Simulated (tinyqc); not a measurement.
Inside a calculation. Model: current of a Schottky diode by thermionic-emission-diffusion theory, and its read-back from I-V-T and C-V data. Computed by tinyqc, a small Python program that keeps every step. Command: `OMP_NUM_THREADS=1 python tinyqc.py 3023091 3023092 out.jsonl schottky walk`. One thread of a shared host (Intel(R) Xeon(R) Processor @ 2.30GHz), about 0.01 s of CPU time with the checks. Intermediate numbers are printed to about 7 digits and carried at full precision; extremes and crossings named in words are read from the listed rows.

Full ionisation, no tunnelling, no recombination current. V is the voltage across the junction itself, forward positive.

Inputs (values chosen for the exercise, modelled on n-type GaN):

| quantity | value | unit |
|---|---|---|
| Richardson constant A* | 27 | A/(cm^2 K^2) |
| effective density of states at 300 K, N_c | 2.3e+18 | 1/cm^3 |
| permittivity eps | 9.7 | - |
| mobility mu | 810 | cm^2/(V s) |
| barrier without image force phi_0 (mean) | 1.04 | eV |
| doping N | 1.6e+17 | 1/cm^3 |
| series resistance R_s | 8.4 | milliohm cm^2 |
| junction voltage V | 0.47 | V |
| temperature T | 423 | K |
| standard deviation sigma | 71 | meV |
| relative change of sigma^2 with bias, rho | 0.6 | 1/V |

Barrier: Gaussian spread of heights.

Constants: k_B = 8.617333262e-05 eV/K; e = 1.602176634e-19 C; eps_0 = 8.8541878128e-12 F/m.

## Barrier at the given bias

N_c(T) = N_c (T/300 K)^(3/2); V_bi = phi_0 - (k_B T/e) ln(N_c(T)/N); surface field F = sqrt(2 e N (V_bi - V - k_B T/e)/(eps eps_0)); image lowering d_phi = sqrt(e F/(4 pi eps eps_0)); effective barrier phi = phi_0 - d_phi - sigma^2 (1 - rho V)/(2 k_B T).

built-in voltage V_bi = 0.9240529 V

surface field F = 157.8887 kV/cm

image lowering = 48.41340 meV

effective barrier phi = 0.9419390 eV

## Current

Collection velocity v_R = A* T^2/(e N_c(T)); diffusion velocity v_D = mu F; J = e N_c(T) v_R/(1 + v_R/v_D) exp(-phi/k_B T) [exp(e V/k_B T) - 1]. Terminal voltage V + J R_s.

v_R = 7830286 cm/s

v_D = 1.278898e+08 cm/s

current density J = 10.84874 A/cm^2

terminal voltage = 0.5611294 V

v_D/v_R = 16.3: emission over the barrier limits the current.

## Read-back from the I-V curve

Ideality n = (e/k_B T)/(d ln J/dV) by a central difference of +/- 1 mV; J_0 = J exp(-e V/(n k_B T)); apparent barrier phi_IV = k_B T ln(A* T^2/J_0); a C-V plot gives phi_CV = phi_0, the mean without lowering.

ideality factor n = 1.078733

extrapolated J_0 = 6.987686e-05 A/cm^2

apparent barrier phi_IV = 0.9098015 eV

phi_CV - phi_IV = 130.1985 meV

n exceeds 1 because forward bias lowers the field, which weakens the image lowering, and narrows the spread of barriers.

## Temperature series and Richardson plot

A least-squares line of ln(J_0/T^2) against 1/(k_B T) gives a barrier (minus the slope) and a Richardson constant (exp of the intercept).

At the same junction voltage:

| T (K) | 1/k_B T (1/eV) | n | J_0 (A/cm^2) | phi_IV (eV) | ln(J_0/T^2) |
|---|---|---|---|---|---|
| 200 | 58.02259 | 1.127444 | 1.208538e-15 | 0.8314320 | -44.94600 |
| 250 | 46.41807 | 1.106848 | 7.427349e-12 | 0.8609709 | -36.66877 |
| 300 | 38.68173 | 1.094160 | 3.884883e-09 | 0.8807666 | -30.77374 |
| 350 | 33.15577 | 1.085924 | 4.288028e-07 | 0.8949868 | -26.37813 |
| 400 | 29.01130 | 1.080518 | 1.675179e-05 | 0.9057083 | -22.97993 |
| 450 | 25.78782 | 1.077102 | 3.166444e-04 | 0.9140775 | -20.27623 |

barrier from the Richardson plot = 0.7655227 eV

Richardson constant from the plot = 0.4254316 A/(cm^2 K^2)

From 200 to 450 K n goes from 1.127 to 1.077 and phi_IV from 0.831 to 0.914 eV. The plot returns 0.766 eV against phi_0 = 1.04 and a constant 0.0158 times the true A*: a spread of barriers lets cold carriers pick the low patches, which bends the plot and lowers both numbers.

## Forward curve with series resistance

Terminal voltage V + J R_s; apparent ideality from neighbouring rows, (e/k_B T) dV_terminal/d ln J.

Forward curve; the last column belongs to the interval up to the next row:

| V (V) | J (A/cm^2) | terminal voltage (V) | apparent n |
|---|---|---|---|
| 0.213 | 1.506658e-02 | 2.131266e-01 | 1.079056e+00 |
| 0.295 | 1.240287e-01 | 2.960418e-01 | 1.170558e+00 |
| 0.378 | 1.038818e+00 | 3.867261e-01 | 1.901764e+00 |
| 0.461 | 8.628734e+00 | 5.334814e-01 | 7.892675e+00 |
| 0.544 | 7.086865e+01 | 1.139297e+00 | 5.549641e+01 |
| 0.626 | 5.580940e+02 | 5.313990e+00 | 4.285186e+02 |
| 0.709 | 4.378893e+03 | 3.749170e+01 | 3.216804e+03 |
| 0.792 | 3.223507e+04 | 2.715666e+02 | - |

The resistance takes over where J R_s exceeds k_B T/e, at J = 4.34 A/cm^2; the apparent ideality climbs from 1.08 to 3220, so barrier and n must be read below that current. Rows where the resistance drops more than 1 V are formal, since self-heating is left out.

Checks made by the program: v_D = mu F against the drift-diffusion integral over the parabolic barrier, a ratio 2 y Dawson(y) with y^2 = (V_bi - V)/(k_B T/e) - 1 (relative difference 5e-02).
